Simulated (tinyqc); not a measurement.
Internal photoemission over an interface barrier: one step of the calculation.

Electrons are excited from the valence band of a semiconductor over the barrier Phi(F) = P0 - sqrt(q F/(4 pi eps0 ei)), whose top lies at xm = sqrt(q/(16 pi eps0 ei F)). The yield is Y = A (hv - Phi)^p exp(-xm/l), with A = 1 here.

Question. Barrier in the field. Lowering P0 - Phi, barrier, position of its top, scattering factor and threshold wavelength.

Parameters, values chosen for the exercise; dielectric values close to those of silicon nitride:
```
symbol  value   unit                              meaning
P0       3.06     eV                barrier at zero field
ei       4.11                    image-force permittivity
l         2.3     nm  scattering length in the image well
F         1.7  MV/cm              field in the dielectric
```

Constants: q = 1.602176634e-19 C, h = 6.62607015e-34 J s, c = 299792458 m/s, eps0 = 8.8541878128e-14 F/cm where lengths are in cm. Results are converted to the units shown.

Give: lowering; Phi; xm; exp(-xm/l); threshold wavelength h c/(q Phi).

Answer.

lowering = 244.1 meV
Phi = 2.816 eV
xm = 0.7178 nm
exp(-xm/l) = 0.7319
threshold wavelength h c/(q Phi) = 440.3 nm

Computed by the program tinyqc: `OMP_NUM_THREADS=1 python tinyqc.py 2410049 2410050 out.jsonl`, one thread of a shared Intel Xeon 2.30GHz, about 0.01 s for the whole run.
